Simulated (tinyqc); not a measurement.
From a target wavelength to the width: optical transitions of a finite quantum well. Four cases, with inputs chosen for the exercise.

Problem. Which width puts the e1-hh1 edge, hc/(Eg + e1 + hh1), at the wavelength below?

Each carrier sees a square well of width L with its own depth V and masses m (inside), mb (outside); c = hbar^2/2m0, k = sqrt(m E/c), kappa = sqrt(mb (V - E)/c), and level n solves k L + 2 atan[(k/m)/(kappa/mb)] = n pi. The envelope is cos(kz) for odd n and sin(kz) for even n inside, joins exp(-kappa (|z| - L/2)) outside, and is normalised to 1. Excitons and band mixing are left out.

Constants: hbar^2/2m0 = 3.80998211 eV angstrom^2; hc = 1239.841984 eV nm.

Case 1.

Values chosen (near those of a GaAs well in AlGaAs; not measured data): Eg = 1.545 eV (gap of the well); Vc = 0.162 eV (conduction offset); Vv = 0.09 eV (valence offset); me = 0.0652 m0 (electron, well); meb = 0.0836 m0 (electron, barrier); mh = 0.362 m0 (heavy hole along z, well); mhb = 0.415 m0 (heavy hole, barrier).

edge wavelength = 793.089 nm

Case 2.

Values chosen (near those of an InGaAs well in InP; not measured data): Eg = 0.81 eV (gap of the well); Vc = 0.257 eV (conduction offset); Vv = 0.346 eV (valence offset); me = 0.0412 m0 (electron, well); meb = 0.082 m0 (electron, barrier); mh = 0.368 m0 (heavy hole along z, well); mhb = 0.55 m0 (heavy hole, barrier).

edge wavelength = 1490.545 nm

Case 3.

Values chosen (near those of an InGaAs well in InAlAs; not measured data): Eg = 0.822 eV (gap of the well); Vc = 0.519 eV (conduction offset); Vv = 0.208 eV (valence offset); me = 0.0418 m0 (electron, well); meb = 0.0758 m0 (electron, barrier); mh = 0.38 m0 (heavy hole along z, well); mhb = 0.403 m0 (heavy hole, barrier).

edge wavelength = 1369.657 nm

Case 4.

Values chosen (near those of a GaAs well in AlGaAs; not measured data): Eg = 1.533 eV (gap of the well); Vc = 0.235 eV (conduction offset); Vv = 0.131 eV (valence offset); me = 0.0683 m0 (electron, well); meb = 0.0911 m0 (electron, barrier); mh = 0.34 m0 (heavy hole along z, well); mhb = 0.386 m0 (heavy hole, barrier).

edge wavelength = 783.553 nm

Find: e1 + hh1 needed; L; e1; hh1.

Solution. Both confinement energies fall steadily with L, so their sum meets the target once; bisection in L finds it.

Case 1.

e1 + hh1 needed = 18.3 meV
L = 153.0 angstrom
e1 = 15.0 meV
hh1 = 3.3 meV

Case 2.

e1 + hh1 needed = 21.8 meV
L = 168.0 angstrom
e1 = 18.7 meV
hh1 = 3.1 meV

Case 3.

e1 + hh1 needed = 83.2 meV
L = 77.0 angstrom
e1 = 71.4 meV
hh1 = 11.8 meV

Case 4.

e1 + hh1 needed = 49.3 meV
L = 83.0 angstrom
e1 = 38.9 meV
hh1 = 10.4 meV

Computed by tinyqc, one run a case: `OMP_NUM_THREADS=1 python tinyqc.py N N+1 out.jsonl` with N = 1252680, 1252698, 1252748, 1252784; one thread of a shared Intel(R) Xeon(R) Processor @ 2.30GHz, about 0.3 s a run at most.
